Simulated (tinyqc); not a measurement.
Worked calculation: solid solubility of a dopant against its melt (retrograde solidus), clustering and the electrically active fraction. Computed by tinyqc, a small Python program that keeps every step. Command: `OMP_NUM_THREADS=1 python tinyqc.py 3007149 3007150 out.jsonl retro walk`. One thread of a shared host (Intel(R) Xeon(R) Processor @ 2.30GHz), about 0.01 s of CPU time with the checks. Intermediate numbers are printed to about 6 digits and carried at full precision; extremes and crossings named in words are read from the listed rows.

Inputs (values chosen for the exercise, for a model dopant):
```
quantity,value,unit
melting point of the host T_m,1687,K
heat of melting of the host H_f,50.2,kJ/mol
interaction L of the melt,-20,kJ/mol
enthalpy of transfer from melt to solid H,1.82,eV
entropy of transfer S,2.25,k_B
site density N0,5e+22,1/cm^3
temperature T,1600,K
total dopant density N_t,1.8e+21,1/cm^3
atoms per cluster m,3,-
cluster scale N* at 1273 K,2.2e+20,1/cm^3
activation energy E_b of the cluster scale,0.34,eV
anneal temperature T_a,1375,K
mobility mu,75,cm^2/(V s)
```

Clustering: clusters of m atoms, electrons left out.

Constants: R = 8.314462618 J/(mol K); k_B = 8.617333262e-05 eV/K; e = 1.602176634e-19 C; N_A = 6.02214076e+23 1/mol.

## Liquidus and solidus at T

x_l and x_s are atom fractions of the dopant in melt and solid; the solid is dilute. Liquidus of the host: R T ln(1 - x_l) + L x_l^2 = -H_f (1 - T/T_m). Distribution: k = x_s/x_l = exp[L (1 - x_l)^2/(R T)] exp(S/k_B - H/(k_B T)), the first factor being the activity coefficient in the melt. Solubility = x_s N0; at T_m x_l = 0.

x_l = 0.148929

distribution coefficient k = 5.90868e-06

x_s = 8.79973e-07

solubility = 4.39987e+16 1/cm^3

k at the melting point = 8.33314e-06

k has changed by a factor 0.71 from its value at T_m, while x_l has grown from 0 to 0.149.

## The retrograde maximum

The largest x_s N0 between 900 K and T_m. For an ideal melt with constant heats the maximum has x_l = H_f/(H + H_f), H in the same units.

temperature of the maximum = 1556.71 K

largest solubility = 4.78908e+16 1/cm^3

x_l there = 0.207740

ideal-melt value H_f/(H + H_f) = 0.222317

The maximum lies 130 K below T_m: above it the melt runs out of dopant, below it k falls as exp(-H/(k_B T)).

## The solidus

The formulas are those given above.

Against temperature:
```
T (K),x_l,k,solubility (1/cm^3),over the maximum
1000,0.711203,5.21960e-09,1.85610e+14,0.003876
1100,0.638653,3.27052e-08,1.04436e+15,0.021807
1200,0.560630,1.46366e-07,4.10287e+15,0.085671
1300,0.475977,5.02118e-07,1.19498e+16,0.249523
1400,0.382577,1.38355e-06,2.64657e+16,0.552625
1500,0.276464,3.14513e-06,4.34757e+16,0.907810
1580,0.176929,5.29580e-06,4.68491e+16,0.978249
1640,0.087330,7.13908e-06,3.11728e+16,0.650915
1675,0.024475,8.08307e-06,9.89181e+15,0.206549
```

Between the first rows the Arrhenius energy of the solubility is 1.64 eV, against H = 1.82 eV; it shrinks to zero at 1557 K and turns negative beyond. A crystal saturated at the maximum precipitates dopant-rich liquid on cooling and on heating alike. Below a eutectic or compound temperature another phase would set the limit.

## Active fraction after the anneal

A highly soluble donor (another dopant than that of the solidus) is limited by clustering. Donors N_a are active, and clusters hold m atoms each: N_t = N_a + m C, m C = N* (N_a/N*)^m, with N*(T) = N*(1273 K) exp[-(E_b/k_B)(1/T - 1/1273)]. Resistivity = 1/(e mu N_a).

N*(T_a) = 2.76870e+20 1/cm^3

active density N_a = 4.67459e+20 1/cm^3

active fraction = 0.259700

resistivity = 0.178026 milliohm cm

Doubling the dose would raise N_a by only 31 %. Caution: this clustering law is a generic form; degeneracy and a doping-dependent mobility are left out.

## Active against total

A highly soluble donor (another dopant than that of the solidus) is limited by clustering. Donors N_a are active, and clusters hold m atoms each: N_t = N_a + m C, m C = N* (N_a/N*)^m, with N*(T) = N*(1273 K) exp[-(E_b/k_B)(1/T - 1/1273)].

Active density (1/cm^3):
```
N_t (1/cm^3),N_a at T_a,fraction,N_a at T_a + 150 K,N_a at T_a - 150 K
1.00e+19,9.98701e+18,0.998701,9.99260e+18,9.97386e+18
3.00e+19,2.96596e+19,0.988654,2.98036e+19,2.93350e+19
1.00e+20,9.03717e+19,0.903717,9.38651e+19,8.42484e+19
2.00e+20,1.53145e+20,0.765724,1.66042e+20,1.35078e+20
5.00e+20,2.62916e+20,0.525833,2.99903e+20,2.19899e+20
1.00e+21,3.65105e+20,0.365105,4.26102e+20,2.98611e+20
2.00e+21,4.87609e+20,0.243804,5.76759e+20,3.93613e+20
5.00e+21,6.91248e+20,0.138250,8.25594e+20,5.52695e+20
```

The exponent d ln N_a/d ln N_t falls from 0.99 to 0.38, towards 1/m = 0.333. At the highest dose a 150 K hotter anneal gives 1.19 times the active density, and a later step 150 K cooler would cut it to 0.80 if it ran to equilibrium: short hot anneals come last. For ionised donors far above n_i the electrons enter the mass action too and halve the limiting exponent.

Checks made by the program: the ideal-melt maximum (relative difference 4e-09).
